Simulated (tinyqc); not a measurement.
What moves the results: Boltzmann transport in a parabolic band with a power-law relaxation time. A value that a table varies takes the place of the one given here.

F_j(eta) = (1/Gamma(j + 1)) integral_0^infinity x^j dx/(1 + exp(x - eta)), which tends to exp(eta) for eta << 0.

tau = tau0 x^r with x = E/kT. With K_j = Gamma(j + 1) F_j(eta): <tau> = tau0 (r + 3/2) K_(r+1/2)/((3/2) K_(1/2)); mu = <tau>/(mc m0/e), m0/e = 5.685630e-12 kg/C; Hall factor rH = (3/2) K_(1/2) (2r + 3/2) K_(2r+1/2)/((r + 3/2) K_(r+1/2))^2; Seebeck S = -(kB/e) [(r + 5/2) K_(r+3/2)/((r + 3/2) K_(r+1/2)) - eta]; Lorenz number L = (kB/e)^2 [(r + 7/2) K_(r+5/2)/((r + 3/2) K_(r+1/2)) - ((r + 5/2) K_(r+3/2)/((r + 3/2) K_(r+1/2)))^2]; kB/e in V/K. Valley anisotropy is left out of rH.

n = N F_1/2(eta) with N = 2 (m kB T/(4 pi c))^(3/2) with c = hbar^2/2m0, in 1/angstrom^3; times 1e24 for 1/cm^3, m = md.

Constants: kB = 8.617333262e-05 eV/K; hbar^2/2m0 = 3.80998211 eV angstrom^2.

Inputs chosen for the exercise (masses near those of Ge; tau0 is set for a mobility of the usual size at this n, kL is a free input; freeze-out and phonon drag, which matter near 77 K, are left out; not measured data):
- ta = 240 fs (acoustic tau at E = kT and 300 K)
- ti = 140 fs (impurity tau at E = kT and 300 K)
- mc = 0.1182 m0 (conductivity mass)
- md = 0.549 m0 (density-of-states mass)
- tau0 = 22 fs (tau at E = kT)
- r = 1.5 (exponent of tau)
- T = 400 K
- kL = 1.2 W/(m K) (lattice thermal conductivity)
- n = 7.2e+16 1/cm^3 (electron density)

## The scattering mechanism

eta = -5.38414

Same eta for each exponent.

Results:
```
r                                     mechanism  <tau>/tau0     rH  S (microvolt/K)  L (1e-8 W ohm/K^2)
-0.5                           acoustic phonons       0.752  1.178           -636.5               1.486
0.0                  a constant relaxation time       1.000  1.000           -679.6               1.857
0.5   polar optical or piezoelectric scattering       1.505  1.104           -722.6               2.228
1.5                          ionised impurities       4.518  1.932           -808.8               2.970
```

From r = -1/2 to 3/2 |S| grows by 172.2 microvolt/K, against 2 kB/e = 172.3 in the non-degenerate limit: scattering that favours fast electrons raises the mean energy carried. rH is 1 only for constant tau and reaches 1.932 for r = 3/2; L spans 1.486 to 2.970 against the metallic 2.443.

## Mobility against temperature (two scattering mechanisms together, and the Matthiessen rule)

Non-degenerate electrons. 1/tau(x) = x^(1/2)/tA + 1/(tI x^(3/2)), x = E/kT, with tA = ta (T/300)^(-3/2) and tI = ti (T/300)^(3/2) (the screening logarithm is held fixed). <tau> = integral x^(3/2) tau exp(-x) dx/Gamma(5/2); mu = <tau>/(mc m0/e), m0/e = 5.685630e-12 kg/C. Matthiessen: 1/mu = 1/muA + 1/muI with <tau>A = tA Gamma(2)/Gamma(5/2), <tau>I = tI Gamma(4)/Gamma(5/2).

rH = <tau^2>/<tau>^2. ta and ti are inputs of their own, not tied to tau0.

Mobilities (cm^2/(V s)):
```
T (K)  acoustic  impurity  Matthiessen     exact     rH  Matthiessen/exact
40     5.52e+04       458          454       446  1.859              1.018
60     3.00e+04       841          818       774  1.738              1.057
80     1.95e+04  1.29e+03     1.21e+03  1.09e+03  1.596              1.115
120    1.06e+04  2.38e+03     1.94e+03  1.54e+03  1.361              1.259
160    6.90e+03  3.66e+03     2.39e+03  1.74e+03  1.215              1.371
220    4.28e+03  5.90e+03     2.48e+03  1.74e+03  1.103              1.424
300    2.69e+03  9.40e+03     2.09e+03  1.53e+03  1.046              1.367
400    1.74e+03  1.45e+04     1.56e+03  1.23e+03  1.029              1.266
550    1.08e+03  2.33e+04     1.03e+03       889  1.039              1.164
```

The exact mobility peaks at 160 K of those listed. The two mechanisms are equal between 160 and 220 K. The rule overestimates everywhere, most at 220 K (by 42 %), since impurities stop the slow electrons and phonons the fast ones. rH runs between 1.029 and 1.859; the pure limits are 1.178 and 1.933, and the mixture dips below both, since the opposite energy slopes of the two rates leave tau nearly constant. Optical and intervalley phonons, left out, lower real mobilities above about 150 K.

## What moves the coefficients

sigma = e n mu with e = 1.602176634e-19 C; ZT = S^2 sigma T/(kL + L sigma T). Each row changes one parameter from the base and keeps the others.

Results:
```
case                 mu (cm^2/(V s))  sigma (S/cm)  S (microvolt/K)     ZT
base                            1479         17.06           -808.8  0.366
md = 0.714 m0                   1479         17.06           -842.7  0.397
mc = 0.1537 m0                  1137         13.12           -808.8  0.282
n = 1.44e+17 1/cm^3             1481         34.16           -749.0  0.618
tau0 = 33 fs                    2219         25.59           -808.8  0.544
kL = 0.6 W/(m K)                1479         17.06           -808.8  0.720
T = 450 K                       1479         17.06           -824.0  0.426
```

The largest shifts from the base row, up to three for each result and ties (the steps differ in size, so this ranks the rows, not the parameters). mu (cm^2/(V s)): tau0 +740, mc -342, n +1.55; unchanged at the printed digits by md, kL and T. sigma (S/cm): n +17.1, tau0 +8.53, mc -3.94; unchanged at the printed digits by md, kL and T. S (microvolt/K): n +59.8, md -34.0, T -15.2; unchanged at the printed digits by mc, tau0 and kL. ZT: kL +0.354, n +0.252, tau0 +0.178. The row for T keeps tau0 fixed; for phonon scattering tau0 itself falls as T rises.

Program tinyqc; command `OMP_NUM_THREADS=1 python tinyqc.py 1682615 1682616 out.jsonl`; about 0.01 s on one thread of a shared Intel(R) Xeon(R) Processor @ 2.30GHz.
